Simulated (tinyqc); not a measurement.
Three bands against the two-band Dirac model at K: three-band tight binding of a dichalcogenide monolayer.

Basis dz2, dxy, dx2-y2 on a triangular lattice, nearest neighbours; alpha = kx a/2, beta = sqrt3 ky a/2. h0 = e1 + 2 t0 (cos 2alpha + 2 cos alpha cos beta); h1 = -2 sqrt3 t2 sin alpha sin beta + 2i t1 (sin 2alpha + sin alpha cos beta); h2 = 2 t2 (cos 2alpha - cos alpha cos beta) + 2i sqrt3 t1 cos alpha sin beta; h11 = e2 + 2 t11 cos 2alpha + (t11 + 3 t22) cos alpha cos beta; h22 = e2 + 2 t22 cos 2alpha + (3 t11 + t22) cos alpha cos beta; h12 = sqrt3 (t22 - t11) sin alpha sin beta + 4i t12 sin alpha (cos alpha - cos beta) + i lam sz. H = [[h0, h1, h2], [., h11, h12], [., ., h22]], Hermitian; the lowest band of each spin is filled. K = (4 pi/3a, 0), M = (pi/a, pi/(sqrt3 a)).

Constants: hbar^2/2m0 = 3.80998211 eV angstrom^2.

Values chosen for the exercise (near a published set for monolayer MoSe2; the results hold for these values, not for the real material):
- a = 3.325 angstrom (lattice constant)
- e1 = 0.927 eV (level of dz2)
- e2 = 2.045 eV (level of dxy and dx2-y2)
- t0 = -0.19 eV (hopping)
- t1 = 0.321 eV (hopping)
- t2 = 0.449 eV (hopping)
- t11 = 0.211 eV (hopping)
- t12 = 0.291 eV (hopping)
- t22 = 0.13 eV (hopping)
- lam = 0.091 eV (spin-orbit constant)

Masses from central differences along kx with step 0.002 1/angstrom, c = hbar^2/2m0; Berry curvature of the valence band from a counter-clockwise plaquette of side 0.001 1/angstrom, Omega = -arg(product of overlaps)/area. Two-band model: coupling A = (3 a/(2 sqrt2))(t1 + sqrt3 t2) between valence and conduction states, mass c G/A^2 for both, Omega_v = 2 A^2/G^2. sz = 0 drops the spin-orbit term.

At K:
```
sz  G (eV)  m_c (m0)  m_v (m0)  two-band mass  Omega_v (angstrom^2)  two-band Omega
1   1.3846     0.509     0.720          0.351                15.633          15.663
0   1.4756     0.550     0.824          0.374                13.764          13.791
-1  1.5666     0.593     0.946          0.398                12.211          12.235
```

A = 3.8747 eV angstrom

What can be read from this table?

Without spin-orbit coupling the electron mass is 0.550 and the hole mass 0.824, against 0.374 for both in the two-band model: the third band and the curvature of the diagonal terms break the symmetry. The Berry curvature is -0.2 % from the two-band value. The smaller gap (sz = +1) has the larger curvature, by a factor 1.28.

Program tinyqc; command `OMP_NUM_THREADS=1 python tinyqc.py 1451615 1451616 out.jsonl`; about 0.01 s on one thread of a shared Intel(R) Xeon(R) Processor @ 2.30GHz.
